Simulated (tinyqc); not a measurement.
MOSFET in the linear regime without short-channel effects, parameter extraction from computed curves: two steps of the calculation.

Inversion charge Q = Cox n Vt W0(exp((Vg - VT)/(n Vt))), W0 the Lambert function and n = nf; u = Q/Cox; mobility mu = mu0/(1 + th1 u + th2 u^2); channel resistance Rch = (L - dL)/(W mu Q); Id = Vd/(Rch + Rsd/W). Cox = eps0 eox/tox. Small Vd, no channel-length or drain effects.

Values chosen for this exercise; channel values of the order met in silicon transistors: relative permittivity of the gate insulator (close to aluminium oxide) eox = 9; insulator thickness tox = 2.5 nm; low-field mobility mu0 = 190 cm^2/(V s); second mobility attenuation factor th2 = 0 1/V^2; threshold voltage VT = 0.42 V; gate width W = 10 um; drawn gate length L = 0.2 um; drawn less effective length dL = 0.019 um; drain voltage Vd = 0.05 V.

Constants: eps0 = 8.8541878128e-14 F/cm where lengths are in cm. Results are converted to the units shown.

Problem 1. Threshold and mobility at the peak transconductance. gm_i = (Id_(i+1) - Id_(i-1))/(Vg_(i+1) - Vg_(i-1)); at the point j of largest gm the tangent meets the axis at V_ext = Vg_j - Id_j/gm_j; field-effect mobility gm_j L/(W Cox Vd) with the drawn L.

```
point  Vg (V)      Id (uA)
0        0.18  0.075481453
1         0.3    2.0562177
2        0.42    33.134873
3        0.54    130.67032
4        0.66    241.60062
5        0.78    339.69419
6         0.9    422.36532
7        1.02    491.66196
8        1.14    550.08648
9        1.26    599.78587
```

Wanted: gm; j; V_ext; field-effect mobility.

Solution 1.

gm, point 1 to 8 (uS): 137.7  535.9  868.6  870.9  753.2  633.2  532.2  450.5
j = 4
V_ext = 0.3826 V
field-effect mobility = 109.3 cm^2/(V s)

V_ext is 37 mV below the model VT, and the mobility so found is 48 % below mu0 L/(L - dL) = 210 cm^2/(V s), the value for the drawn L; attenuation, series resistance and the slow approach of Q to a straight line all lower the peak gm.

Problem 2. The Y function. Y_i = Id_i/sqrt(gm_i). For Id = beta Vd x/(1 + th x), x = Vg - VT, Y = sqrt(beta Vd) x whatever th. Slope s from points 5 and 8; VT_Y = Vg - Y/s at point 8; beta = s^2/Vd; mobility beta L/(W Cox) with the drawn L; th* = (beta Vd x/Id - 1)/x at point 8.

```
point  Vg (V)      Id (uA)
0        0.18  0.075481453
1         0.3    2.0562177
2        0.42    33.134873
3        0.54    130.67032
4        0.66    241.60062
5        0.78    339.69419
6         0.9    422.36532
7        1.02    491.66196
8        1.14    550.08648
9        1.26    599.78587
```

gm, point 1 to 8 (uS): 137.74746  535.89210  868.60728  870.93278  753.18626  633.19906  532.17149  450.51629

Find: Y; s; VT_Y; beta; mobility from Y; th*.

Solution 2.

Y, point 1 to 8 (uA^0.5 V^0.5): 0.1752  1.431  4.434  8.187  12.38  16.78  21.31  25.92
s = 37.61 uA^0.5 V^-0.5
VT_Y = 0.4509 V
beta = 2.829e4 uA/V^2
mobility from Y = 177.5 cm^2/(V s)
th* = 1.120 1/V

The mobility from Y is 15 % below mu0 L/(L - dL) = 210 cm^2/(V s), which it should reach in deep inversion when th2 = 0.

Program tinyqc, `OMP_NUM_THREADS=1 python tinyqc.py 2210008 2210009 out.jsonl`; Intel Xeon 2.30GHz, shared host, one thread, about 0.01 s.
